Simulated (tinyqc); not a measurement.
Inside a calculation: dielectric confinement in a thin film (image charges). Values are carried at full precision from step to step, so a last printed digit may differ when a step is redone from the rounded ones.

A film |z| < t/2 of dielectric constant eps between half-spaces of dielectric constant e2; lam = (eps - e2)/(eps + e2), q = e^2/(4 pi eps0). The self-energy of a band edge is taken with the high-frequency value, e2 = eh, and the field of a fixed ion with the static one, e2 = eo. A charge at z has images lam^|n| at n t + (-1)^n z. Its self-energy is S(z) = (q/2 eps) sum over n >= 1 of lam^n [1/(n t - 2z) + 1/(n t + 2z)] for odd n and 2 lam^n/(n t) for even n; at the centre S(0) = -(q/(eps t)) ln(1 - lam).

Constants: e^2/(4 pi eps0) = 14.39964547 eV angstrom; hbar^2/2m0 = 3.80998211 eV angstrom^2; Ry = 13.60569312 eV.

Inputs chosen for the exercise (near those of a Si (100) film, two-fold valleys, between layers of HfO2; not measured data): t = 62 angstrom (film thickness); eps = 11.5 (dielectric constant of the film); eh = 4.1 (high-frequency dielectric constant outside); mz = 0.918 m0 (mass across the film); eo = 21.5 (static dielectric constant outside); m = 0.187 m0 (mass in the plane).

## Images for a charge at the centre

Give lam, the first five terms (q/eps) lam^n/(n t), their sum and the closed form.

lam = 0.4744

terms (meV): 9.58  2.27  0.72  0.26  0.10

sum of five = 12.92 meV
S(0) = 12.99 meV

The surroundings screen less than the film, so the images repel and each band edge moves outwards: the gap changes by about 2 S = +26 meV. The static value 21.5 would give S(0) = -5.3 meV.

## Self-energy across the film

S at 2z/t = 0, 0.2, 0.4, 0.6, 0.8 and 0.9, summed to n = 399.

Self-energy:
```
2z/t  z (angstrom)  S (meV)
0.0            0.0    12.99
0.2            6.2    13.39
0.4           12.4    14.83
0.6           18.6    18.41
0.8           24.8    30.08
0.9           27.9    53.90
```

Towards the wall S diverges as (q lam/4 eps)/(distance), an artefact of the abrupt interface that the vanishing envelope makes harmless.

## Shift of the subband edge

First order: <S> over the envelope (2/t) cos^2(pi z/t), beside the confinement energy c (pi/t)^2/mz, c = hbar^2/2m0.

<S> = 15.10 meV
confinement energy = 10.66 meV

|<S>| is 1.42 times the confinement energy; the first goes as 1/t and the second as 1/t^2, so they are equal at t = 44 angstrom.

## Binding of a donor

Donor at the centre, lam from the static eo, trial function cos(pi z/t) exp(-rho/l): E(l) = c/(m l^2) - (q/eps) times the integral over k of F(k t) (1 + (k l/2)^2)^(-3/2), with F(x) = F0 + 2 lam exp(-x) G/(1 - lam exp(-x)), F0 = 2[(1 - exp(-x/2))/x + x (1 + exp(-x/2))/(x^2 + 4 pi^2)], G = 2 sinh(x/2)[1/x - x/(x^2 + 4 pi^2)]; c = hbar^2/2m0. The binding energy is -E at the minimum, counted from the subband edge with its self-energy.

Minimise over l with and without images (lam = 0); Ry* = Ry m/eps^2.

Donor:
```
case         l (angstrom)  binding (meV)  in Ry*
no images            31.6           34.9    1.82
with images          32.8           25.4    1.32
```

Ry* = 19.24 meV

The images change the binding by -9.5 meV, against -2 (q/(eps t)) ln(1 - lam) = -10.7 meV for an orbit much smaller than t. At 300 K the binding is 1.0 kB T.

## Checks

- S(0) from the series against the closed form, meV: both 12.99.
- F(2.3) for lam = 0.4744 from a direct sum over images against the closed form: both 0.8383.

Computed by tinyqc, a small Python program: `OMP_NUM_THREADS=1 python tinyqc.py 1280479 1280480 out.jsonl` (the numbers bound the seed that draws the inputs); one thread of a shared host (Intel(R) Xeon(R) Processor @ 2.30GHz), about 0.09 s for the whole set of steps.
